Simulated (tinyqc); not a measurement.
Monte Carlo simulation of one carrier in a uniform electric field: one step, computed by the program tinyqc.

The force e F acts along +z. Flights end at the constant total rate Gamma; the part of Gamma that the real rates do not fill is self-scattering, which leaves k unchanged. One valley, no impurities; equivalent final valleys enter only through Z_f in the optical rate.

Question. Flight 1. Parabolic band: E = hbar^2 k^2/(2 m), speed v = hbar k/m, states per spin, volume and energy g(E) = m k/(2 pi^2 hbar^2). Masses are multiplied by m_0 and all formulas are in SI units. Flight: t = -ln(r1)/Gamma; k_z grows by e F t/hbar; E follows from the band; dz = (E_end - E_start)/(e F). Use row 1 of the random numbers.

Inputs (values chosen for the exercise, modelled on electrons in silicon): effective mass m = 0.322 m_0; lattice temperature T = 400 K; electric field F = 26 kV/cm.

Crystal: non-polar. Band: parabolic.

starting wave vector (1/nm): -0.26  -0.054  -0.058

Random numbers (0.02 to 0.98, from up to 60 sets tried for early real events), one row a flight:
```
       r1      r2      r3      r4
1  0.9153  0.2940  0.8471  0.1284
2  0.8200  0.0532  0.6725  0.1959
3  0.4408  0.1820  0.5223  0.3039
4  0.1064  0.5012  0.2403  0.0673
5  0.1771  0.0419  0.0592  0.4951
6  0.4421  0.8307  0.0772  0.7533
7  0.2579  0.0649  0.2870  0.8137
```

Gamma = 43.14382 1e12/s

Constants: e = 1.602176634e-19 C; hbar = 1.054571817e-34 J s; m_0 = 9.1093837015e-31 kg.

Give: flight time t; k at the end of the flight; energy at the end; displacement dz.

Answer.

flight time t = 2.051 fs

k at the end of the flight (1/nm): -0.2600  -0.0540  -0.0499

energy at the end = 8.638 meV

displacement dz = -0.03979 nm
